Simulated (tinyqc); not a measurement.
Worked calculation: Slater-Koster d bands of an fcc metal. Values are carried at full precision from step to step, so a last printed digit may differ when a step is redone from the rounded ones.

Slater-Koster d bands. For a bond with direction cosines (l, m, n) the 5 x 5 block is dds Ps + ddp Pp + ddd (1 - Ps - Pp), the projectors on sigma, pi and delta states about the bond; for instance <xy|xy> = 3 l^2 m^2 dds + (l^2 + m^2 - 4 l^2 m^2) ddp + (n^2 + l^2 m^2) ddd, <xy|yz> = 3 l m^2 n dds + l n (1 - 4 m^2) ddp + l n (m^2 - 1) ddd and <3z2-r2|3z2-r2> = (n^2 - (l^2 + m^2)/2)^2 dds + 3 n^2 (l^2 + m^2) ddp + (3/4)(l^2 + m^2)^2 ddd. H(k) sums the blocks times cos(k.R) over the neighbours; the d level is the zero of energy; k in 2 pi/a.

Values chosen for the exercise (of the size met in Ru; not measured data): dds = -0.989 eV (dd sigma); ddp = 0.534 eV (dd pi); ddd = -0.079 eV (dd delta); Es = 4.5 eV (s level); sss = -1.06 eV (ss sigma); sds = -0.58 eV (sd sigma); k = (0.58, 0.03, 0) 2 pi/a (wave vector); Nd = 7 (d electrons per atom).

## The block of one bond

Direction (1,1,0)/sqrt2; its eigenvalues must be dds once, ddp twice and ddd twice.

block (eV), lower triangle:
```
             xy      yz      zx   x2-y2   3z2-r2
xy      -0.7615
yz            0  0.2275
zx            0  0.3065  0.2275
x2-y2         0       0       0  0.5340
3z2-r2   0.3940       0       0       0  -0.3065
```

## Levels at Gamma

Neighbours: twelve at (a/2)(1,1,0) and equivalents.

Summing the blocks at k = 0 gives E(t2g) = 3 dds + 4 ddp + 5 ddd, E(eg) = 1.5 dds + 6 ddp + 4.5 ddd.

levels (eV): t2g (threefold) -1.2260, eg (twofold) 1.3650

The t2g level lies lower, by 2.5910 eV.

## The Hamiltonian at one k

An s orbital at Es couples to nearest neighbours alone: <s|s> = sss, <s|xy> = sqrt3 l m sds (cyclic), <s|x2-y2> = (sqrt3/2)(l^2 - m^2) sds, <s|3z2-r2> = (n^2 - (l^2 + m^2)/2) sds.

Sum over the neighbours.

H(k) (eV), lower triangle:
```
              s       xy       yz      zx    x2-y2  3z2-r2
s        2.3830
xy       0.1831   1.4338
yz            0        0  -3.4841
zx            0        0  -0.1118  1.4382
x2-y2    1.2500        0        0       0  -0.8168
3z2-r2  -0.7204  -0.1437        0       0   1.8114  1.2711
```

## Levels and character

Diagonalise H; t2g is xy, yz, zx and eg the other two.

levels (eV): -3.4866  -2.3073  1.3903  1.4407  2.3338  2.8543

weights:
```
     band 1  band 2  band 3  band 4  band 5  band 6
s     0.000   0.086   0.017   0.000   0.002   0.895
t2g   1.000   0.000   0.965   1.000   0.016   0.019
eg    0.000   0.914   0.019   0.000   0.982   0.086
```

## Levels at points of symmetry

Coordinates: G (0, 0, 0), X (1, 0, 0), W (1, 0.5, 0), L (0.5, 0.5, 0.5), K (0.75, 0.75, 0); the others lie half way.

Levels (eV):
```
k        band 1  band 2  band 3  band 4  band 5  band 6
G        -8.220  -1.226  -1.226  -1.226   1.365   1.365
G-X 0.5  -3.046  -1.861   0.895   0.910   0.910   2.136
X        -4.866  -4.232   2.907   3.046   3.046   9.155
W        -2.136  -0.910  -0.910   1.051   3.046   8.915
L        -3.895  -1.412  -1.412   2.638   2.638   5.943
L-G 0.5  -3.590  -0.682  -0.682  -0.109   1.365   1.365
K        -3.667  -1.837   1.352   1.613   2.578   8.625
```

On these points the bands run from -8.220 (G) to 9.155 eV (X).

## Second moment and the rectangular band

mu2 = z (dds^2 + 2 ddp^2 + 2 ddd^2)/5 per orbital, with z = 12. A rectangular band with the same mu2 has width W = sqrt(12 mu2), Fermi level W (Nd/10 - 1/2) and bond energy -W Nd (10 - Nd)/20 (Friedel).

mu2 = 3.7462 eV^2
W = 6.7048 eV
Fermi level = 1.3410 eV
bond energy per atom = -7.0400 eV

The bond energy is the attractive part alone; the repulsion between atoms, left out, cancels a large share of it in the cohesive energy.

## Checks

- Levels at Gamma from the formulas against H(0): they agree to 1e-10 or better.
- Second moment from the formula against the mean square level on the mesh: both 3.74620.

Program tinyqc; command `OMP_NUM_THREADS=1 python tinyqc.py 1451093 1451094 out.jsonl`; about 0.06 s on one thread of a shared Intel(R) Xeon(R) Processor @ 2.30GHz.
